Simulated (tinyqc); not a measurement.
Changing the static B': quasi-harmonic thermal expansion with mode Grueneisen parameters. Computed by tinyqc, a small Python program. Command: `OMP_NUM_THREADS=1 python tinyqc.py 3029736 3029737 out.jsonl qha sweep`. One thread of a shared host (Intel(R) Xeon(R) Processor @ 2.30GHz), about 0.06 s of CPU time with the checks.

A crystal with two atoms a cell; per atom there are 1 transverse acoustic (TA), 1/2 longitudinal acoustic (LA) and 3/2 optical (O) modes. Every frequency of group i scales as nu_i (V/V0)^(-gamma_i). The acoustic groups have Debye spectra, density 3 nu^2/nu_i^3 up to nu_i (40 Gauss-Legendre points); the optical group has one frequency. Static energy: E = (9 V0 B0/16) [y^3 B' + y^2 (2 - 4 y)], y = (V0/V)^(2/3) - 1, with pressure P_s = (3 B0/2) (z^7 - z^5) [1 + (3/4)(B' - 4)(z^2 - 1)], z = (V0/V)^(1/3).

Inputs (values chosen for the exercise, for a model crystal): static volume V0 = 20.8 angstrom^3/atom; static bulk modulus B0 = 128 GPa; frequency nu_TA = 7.11 THz; frequency nu_LA = 10.7 THz; frequency nu_O = 27.7 THz; Grueneisen parameter gamma_TA = -0.12; Grueneisen parameter gamma_LA = 0.82; Grueneisen parameter gamma_O = 1.3; temperature T = 200 K; step factor f = 1.2.

Acoustic groups: Debye.

Constants: h x 1 THz = 4.135667696 meV; k_B = 8.617333262e-05 eV/K; 1 eV/angstrom^3 = 160.2176634 GPa.

Method:
- For a mode with x = h nu/(k_B T), n = 1/(exp(x) - 1): U = h nu (n + 1/2), C/k_B = x^2 n (n + 1); U_i and C_i sum these over group i with its weight per atom.
- Phonon pressure P_ph = sum_i gamma_i U_i/V.
- gamma_th = sum gamma_i C_i / sum C_i; volume expansion coefficient alpha_V = gamma_th C k_B/(B0 V0); linear coefficient alpha_V/3; first-order volume change P_ph/B0.
- Start at V0 and step V(new) = V [1 + f (P_s + P_ph)/B0]; stop when |P_s + P_ph| < 1e-8 GPa, after 60 steps, or when V leaves 0.7 to 1.3 V0.
- B_T = -V d(P_s + P_ph)/dV at fixed T (central difference, step 1e-4 V); alpha_V = sum gamma_i C_i k_B/(B_T V), all at V(T); the linear coefficient is alpha_L = alpha_V/3.
- C_P - C_V = alpha_V^2 B_T V T; the optical frequency is nu_O (V/V0)^(-gamma_O).

One run for each value; columns: (1) static B'; (2) isothermal bulk modulus B_T (GPa); (3) linear expansion coefficient (ppm/K); (4) volume change from V0 (%); (5) linear expansion, Grueneisen estimate (ppm/K):
```
(1)     (2)      (3)      (4)      (5)
2.5  127.74  0.54189  0.71284  0.53439
3.2  127.11  0.54458  0.71460  0.53439
4.0  126.39  0.54771  0.71663  0.53439
4.8  125.67  0.55089  0.71869  0.53439
5.5  125.03  0.55371  0.72051  0.53439
6.2  124.39  0.55659  0.72235  0.53439
7.0  123.65  0.55992  0.72447  0.53439
```

Over the rows, isothermal bulk modulus B_T (GPa) falls from 128 to 124 (exponent d ln y / d ln x -0.020 between the first rows and -0.049 between the last); linear expansion coefficient (ppm/K) rises from 0.542 to 0.560 (exponent d ln y / d ln x 0.020 between the first rows and 0.049 between the last); volume change from V0 (%) rises from 0.7128 to 0.7245 (exponent d ln y / d ln x 0.0100 between the first rows and 0.024 between the last). The estimate at V0 does not know B'; the full result does, through the change of B_T with volume.
